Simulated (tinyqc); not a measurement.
# Which input was changed?

Model: thermal and gravitational stress in a wafer during furnace and rapid thermal processing, and the onset of slip. Computed by tinyqc, a small Python program. Command: `OMP_NUM_THREADS=1 python tinyqc.py 3005747 3005748 out.jsonl slip which`. One thread of a shared host (Intel(R) Xeon(R) Processor @ 2.30GHz), about 0.06 s of CPU time with the checks.

A thin free disc in plane stress, isotropic; T(r) = T_centre + dT (r/R)^n. Stress is positive in tension; sigma_SB = 5.670374419e-8 W/(m^2 K^4), g = 9.80665 m/s^2.

Inputs (values chosen for the exercise, modelled on silicon): wafer radius R = 150 mm; thickness t = 775 micrometre; Young's modulus E = 150 GPa; Poisson ratio nu = 0.27; expansion alpha = 4.38 1e-6/K; edge less centre temperature dT = 17 K; exponent n of the profile = 10; temperature T = 1375 K; prefactor A of the critical stress = 0.00031 MPa; energy U of the critical stress = 1 eV; density rho = 2330 kg/m^3; heat capacity c = 937 J/(kg K); conductivity k = 27.1 W/(m K); wafer spacing s = 6.1 mm; ramp rate = 1.2 K/min; radius of the support ring over R = 0.85.

Temperature profile: edge zone, power law.

Constants: k_B = 8.617333262e-05 eV/K.

Method:
- With x = r/R: s_rr = alpha E dT (1 - x^n)/(n + 2), s_tt = alpha E dT [1 - (n + 1) x^n]/(n + 2).
- Critical resolved stress tau_c = A exp(U/(k_B T)), a form chosen for the exercise; slip when 0.492799 |s_tt(R)| > tau_c; allowed |dT| = tau_c (n + 2)/(0.492799 n alpha E).
- In a stack heated from the rim, heat flows inward by conduction and by radiation between wafers: k_eff = k + (16/3) sigma_SB T^3 s^2/t (a diffusion estimate with the spacing as path length). A steady ramp gives the parabolic lag dT = rho c (ramp) R^2/(4 k_eff); the allowed ramp uses n = 2.
- Own weight q = rho g t on a ring of radius b R, x = r/R: moments of an edge-supported plate, M_r = q R^2 (3 + nu)(1 - x^2)/16 and M_t = q R^2 [(3 + nu) - (1 + 3 nu) x^2]/16, less the uniform moment inside the ring load, q R^2 [(1 - nu)(1 - b^2) - 2 (1 + nu) ln b]/8; stress at the lower face = 6 M/t^2.

Question. One of these inputs alone was changed, within the range given: thickness t (387.5 to 1550); prefactor A of the critical stress (0.000155 to 0.00062); wafer spacing s (3.05 to 12.2); ramp rate (0.6 to 2.4). Which one, and to what value?

Results:
```
run     stress at the centre (MPa)  lag of the centre (K)  allowed |dT| (K)
before                   0.5072943               3.787578          5.316193
after                    0.5833132               3.483704          5.316193
```

Answer.

Each candidate set to reproduce stress at the centre, and what it then gives:
```
candidate                                      range searched  value needed  lag of the centre (K)  allowed |dT| (K)
thickness t (micrometre)                        387.5 to 1550         674.0                 3.4837            5.3162
prefactor A of the critical stress (MPa)  0.000155 to 0.00062     no effect                      -                 -
wafer spacing s (mm)                             3.05 to 12.2     no effect                      -                 -
ramp rate (K/min)                                  0.6 to 2.4     no effect                      -                 -
```

Only thickness t fits every result: it went from 775 to 674 micrometre. No other candidate reaches the first result within its range.
